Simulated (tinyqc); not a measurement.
Inside a calculation. Model: ion implantation: universal nuclear stopping, Lindhard-Scharff electronic stopping and a Gaussian range profile. Computed by tinyqc, a small Python program that keeps every step. Command: `OMP_NUM_THREADS=1 python tinyqc.py 3000183 3000184 out.jsonl implant walk`. One thread of a shared host (Intel(R) Xeon(R) Processor @ 2.30GHz), about 0.09 s of CPU time with the checks. Intermediate numbers are printed to about 6 digits and carried at full precision; extremes and crossings named in words are read from the listed rows.

An ion slows by elastic collisions with screened nuclei and by friction with electrons; channelling is ignored and the target is uniform.

Inputs (values chosen for the exercise, modelled on silicon ions in aluminium):

| quantity | value | unit |
|---|---|---|
| ion atomic number Z1 | 14 | - |
| ion mass M1 | 28 | u |
| target atomic number Z2 | 13 | - |
| target mass M2 | 26.98 | u |
| target density N | 60.2 | 1/nm^3 |
| ion energy E | 72 | keV |
| scale factor of electronic stopping k | 1.2 | - |
| dose Q | 2.2e+12 | 1/cm^2 |
| background C_B | 2.6e+16 | 1/cm^3 |
| displacement energy E_d | 25 | eV |
| fraction allowed through the mask | 1e-05 | - |

Follow-up: mask.

## Stopping at the entry energy

Reduced energy eps = 32.53 M2 E/(Z1 Z2 (M1 + M2)(Z1^0.23 + Z2^0.23)), E in keV; s_n = ln(1 + 1.1383 eps)/(2 (eps + 0.01321 eps^0.21226 + 0.19593 eps^0.5)) for eps up to 30 and ln(eps)/(2 eps) above; S_n = 8.462 Z1 Z2 M1 s_n/((M1 + M2)(Z1^0.23 + Z2^0.23)) in 1e-15 eV cm^2. S_e = k 3.83 Z1^(7/6) Z2/(Z1^(2/3) + Z2^(2/3))^(3/2) sqrt(E/M1) in 1e-15 eV cm^2, E in keV. dE/dx = N (S_n + S_e); 1e-15 eV cm^2 = 0.1 eV nm^2.

reduced energy eps = 1.73552

s_n = 0.271455

S_n = 58.5115 x 1e-15 eV cm^2

S_e = 54.5482 x 1e-15 eV cm^2

energy loss dE/dx = 680.620 eV/nm

Nuclear stopping carries 52 % of the loss at entry.

## Range and straggle

Path length R = int_0^E dE'/(N (S_n + S_e)); energy lost to nuclei nu = int_0^E S_n/(S_n + S_e) dE' (both with E' = E y^3 and 64 Gauss-Legendre points in y). Estimates of Lindhard type: R_p = R/(1 + M2/(3 M1)), straggle dR_p = (2/3) R_p sqrt(M1 M2)/(M1 + M2).

path length R = 119.435 nm

projected range R_p = 90.3992 nm

straggle dR_p = 30.1279 nm

energy lost to nuclei nu = 47.5246 keV

66 % of the energy goes to nuclei over the whole path.

## Gaussian profile

C(x) = C_p exp(-(x - R_p)^2/(2 dR_p^2)) with C_p = Q/(sqrt(2 pi) dR_p), 1 nm = 1e-7 cm; the profile falls to the background at x_j = R_p + dR_p sqrt(2 ln(C_p/C_B)); the peak atomic fraction is C_p/N.

peak concentration C_p = 2.91316e+17 1/cm^3

Depth x_j where C falls to C_B = 156.630 nm

peak atomic fraction = 4.83913e-06

## Damage

Kinchin-Pease count with efficiency 0.8: N_d = 0.8 nu/(2 E_d), taking all of nu as damage energy (an upper estimate, as recoils also lose energy to electrons). Spread over a depth R_p + dR_p, displacements per atom = Q N_d/(N (R_p + dR_p)).

displacements per ion N_d = 760.394

displacements per atom = 0.00230558

One displacement per atom would need a dose of 9.5e14 per cm^2 if no defects annealed.

## Mask thickness

For a mask that stops like the target, the fraction beyond d is (1/2) erfc((d - R_p)/(sqrt2 dR_p)); solve for d.

number of straggles beyond R_p = 4.26489

mask thickness d = 218.891 nm

Caution: real range profiles are skewed and have channelling tails, so a Gaussian is unreliable this far out.

## Nuclear against electronic stopping over energy

The formulas are those given above.

Stopping (1e-15 eV cm^2) and range:

| E (keV) | eps | S_n | S_e | R (nm) | nu/E |
|---|---|---|---|---|---|
| 1 | 2.41044e-02 | 48.2077 | 6.429 | 5.616 | 0.892755 |
| 2 | 4.82088e-02 | 58.6505 | 9.091 | 8.309 | 0.883227 |
| 5 | 1.20522e-01 | 70.3423 | 14.375 | 14.753 | 0.861466 |
| 10 | 2.41044e-01 | 75.3041 | 20.329 | 23.890 | 0.834672 |
| 20 | 4.82088e-01 | 74.9017 | 28.749 | 40.450 | 0.794096 |
| 50 | 1.20522e+00 | 64.9090 | 45.457 | 86.727 | 0.707871 |
| 100 | 2.41044e+00 | 52.1039 | 64.286 | 159.982 | 0.609944 |
| 200 | 4.82088e+00 | 38.2437 | 90.914 | 295.495 | 0.486282 |
| 500 | 1.20522e+01 | 22.7224 | 143.747 | 633.479 | 0.313513 |

Nuclear stopping peaks near 10 keV among these rows (eps = 0.24; the universal curve peaks near 0.3). Electronic stopping overtakes it between 50 and 100 keV. The path length grows as E^0.57 at the low end and E^0.83 at the high end; constant stopping would give E^1, and stopping that rises with E, be it nuclear (below its peak) or electronic, gives a lower exponent.

Checks made by the program: range against adaptive quadrature (relative difference 2e-06).
